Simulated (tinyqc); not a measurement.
Gaussian against the exact two-step profile: two-step dopant diffusion (predeposition and drive-in) with a constant diffusivity. Computed by tinyqc, a small Python program. Command: `OMP_NUM_THREADS=1 python tinyqc.py 3011338 3011339 out.jsonl dopdiff walk`. One thread of a shared host (Intel(R) Xeon(R) Processor @ 2.30GHz), about 0.06 s of CPU time with the checks.

Fick diffusion into a half space x > 0 whose background doping C_B is of the opposite type, so that a junction lies where C = C_B.

Inputs (values chosen for the exercise, modelled on gallium in silicon):
```
quantity,value,unit
prefactor D0,0.32,cm^2/s
activation energy E,3.38,eV
surface concentration C_s,2.8e+19,1/cm^3
background doping C_B,1.1e+15,1/cm^3
predeposition temperature T1,1050,C
predeposition time t1,5,min
drive-in temperature T2,1075,C
drive-in time t2,90,min
ramp rate,3,C/min
stand-by temperature,700,C
```

Furnace ramps of the drive-in: linear ramps.

Constants: k_B = 8.617333262e-05 eV/K.

Method:
- D = D0 exp(-E/(k_B T)).
- Temperatures in kelvin are T(C) + 273.15.
- Times in seconds are 60 times the minutes.
- One ramp between the stand-by temperature and T2 adds int D dT / rate (40-point Gauss-Legendre); the usual estimate counts it as an extra time k_B T2^2/(E rate) at T2. (Dt)2 = D2 t2 + two ramps, times in seconds.
- C = C_s erfc(x/(2 sqrt(D1 t1))); dose Q = 2 C_s sqrt(D1 t1/pi); the junction solves erfc(z) = C_B/C_s with x_j = 2 z sqrt(D1 t1).
- With a sealed surface and a thin source, C = Q/sqrt(pi (Dt)2) exp(-x^2/(4 (Dt)2)); x_j = 2 sqrt((Dt)2 ln(C(0)/C_B)); gradient at the junction |dC/dx| = C_B x_j/(2 (Dt)2).
- Exact two-step profile: C = (2 C_s/pi) int_0^alpha exp(-beta (1 + u^2))/(1 + u^2) du with alpha = sqrt(D1 t1/(Dt)2), beta = x^2/(4 (D1 t1 + (Dt)2)).
- The integral takes 48 Gauss-Legendre points; solve C(x) = C_B.
- Gaussian: C = Q/sqrt(pi (Dt)2) exp(-x^2/(4 (Dt)2)).
- Depths are fractions of the Gaussian x_j.

surface concentration C(0) (Gaussian) = 2.77621e+18 1/cm^3

junction depth x_j = 1.28721 um

drive-in budget (Dt)2 = 5.28786e-10 cm^2

product D1 t1 = 1.28265e-11 cm^2

exact junction depth = 1.29699 um

Profiles:
```
x/x_j,x (um),Gaussian (1/cm^3),exact (1/cm^3),ratio
0.0,0.0000,2.7762e+18,2.7541e+18,1.0080
0.2,0.2574,2.0294e+18,2.0233e+18,1.0030
0.4,0.5149,7.9272e+17,8.0221e+17,0.9882
0.6,0.7723,1.6547e+17,1.7168e+17,0.9638
0.8,1.0298,1.8456e+16,1.9834e+16,0.9305
1.0,1.2872,1.1000e+15,1.2372e+15,0.8891
1.2,1.5446,3.5034e+13,4.1682e+13,0.8405
```

What does the comparison show, and why?

With D1 t1/(Dt)2 = 0.024, the Gaussian is 0.80 % high at the surface and 11 % low at its own junction; the exact junction lies at 1.297 um, 0.76 % deeper. The dose is the same, but the real source already has a width, which is negligible here. Caution: C_s exceeds the intrinsic carrier density of silicon at the predeposition temperature (2e18 to 1e19 per cm^3), where real diffusivities rise with concentration and profiles turn box-like.
